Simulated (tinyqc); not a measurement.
Gated graphene, quantum capacitance: effect of the gate voltage.

phi is the Fermi level above the Dirac point, in volts; Vg is counted from the gate voltage of charge neutrality. Ideal linear bands, no charge puddles.

N0 = (2/pi)(kB T/(hbar vF))^2; n = N0 F1(phi/Vt), p = N0 F1(-phi/Vt), F1(e) = int_0^infinity u du/(1 + exp(u - e)) = -Li2(-exp(e)); Cq = q d(n - p)/dphi = (q N0/Vt) ln[2 (1 + cosh(phi/Vt))]. Cox = eps0 eox/tox; Vg = phi + q (n - p + Dit phi)/Cox. 1/C_G = 1/Cox + 1/(Cq + q Dit); dphi/dVg = Cox/(Cox + Cq + q Dit).

Inputs (values chosen for the exercise); values close to those of graphene: temperature T = 77 K; relative permittivity of the gate insulator (close to aluminium oxide) eox = 9.22; insulator thickness tox = 2.1 nm; Fermi velocity vF = 1.09e6 m/s; density of traps Dit = 9.7e11 cm^-2 eV^-1.

Constants: q = 1.602176634e-19 C, kB = 1.380649e-23 J/K, hbar = 1.054571817e-34 J s, Vt = kB T/q, eps0 = 8.8541878128e-14 F/cm where lengths are in cm. Results are converted to the units shown.

The same in every row: Cox (uF/cm^2) = 3.887.

Result of one run:
```
Vg (V)  phi (V)  n - p (cm^-2)  Cq (uF/cm^2)  C_G (uF/cm^2)  dphi/dVg  n + p (cm^-2)
0.8      0.3921       9.517e12         7.770          2.608    0.3291       9.517e12
```

What becomes of these results when the gate voltage Vg is changed from 0.8 to -0.18 V, all else the same?

Result of the changed run:
```
Vg (V)  phi (V)  n - p (cm^-2)  Cq (uF/cm^2)  C_G (uF/cm^2)  dphi/dVg  n + p (cm^-2)
-0.18   -0.1308      -1.067e12         2.592          1.610    0.5859       1.067e12
```

The whole series:
```
Vg (V)   phi (V)  n - p (cm^-2)  Cq (uF/cm^2)  C_G (uF/cm^2)  dphi/dVg  n + p (cm^-2)
-0.3     -0.1950      -2.359e12         3.863          1.976    0.4917       2.359e12
-0.18    -0.1308      -1.067e12         2.592          1.610    0.5859       1.067e12
-0.06   -0.05097      -1.696e11         1.010         0.8967    0.7693       1.696e11
0.07     0.05855       2.210e11         1.160         0.9830    0.7471       2.210e11
0.19      0.1366       1.163e12         2.707          1.649    0.5759       1.163e12
0.31      0.1998       2.479e12         3.960          1.999    0.4857       2.479e12
0.43      0.2544       4.013e12         5.042          2.224    0.4279       4.013e12
0.56      0.3071       5.839e12         6.084          2.395    0.3839       5.839e12
0.68      0.3512       7.637e12         6.959          2.514    0.3533       7.637e12
0.8       0.3921       9.517e12         7.770          2.608    0.3291       9.517e12
```

As Vg goes from -0.3 to 0.8, Cq goes from 3.86 through a minimum of 1.01 (at Vg = -0.06 among the rows listed) to 7.77 uF/cm^2, C_G/Cox goes from 0.508 through a minimum of 0.231 (at Vg = -0.06 among the rows listed) to 0.671 and n - p rises from -2.36e12 to 9.52e12 cm^-2. Cq is below Cox for Vg = -0.3, -0.18, -0.06, 0.07, 0.19; there the density of states limits the response dn/dVg more than the insulator does. At neutrality Cq is (q N0/Vt) ln 4 = 0.182 uF/cm^2, and far from it Cq grows as |phi|.

Numbers from tinyqc (`OMP_NUM_THREADS=1 python tinyqc.py 2200134 2200135 out.jsonl`; about 0.01 s on one thread of a shared Intel Xeon 2.30GHz).
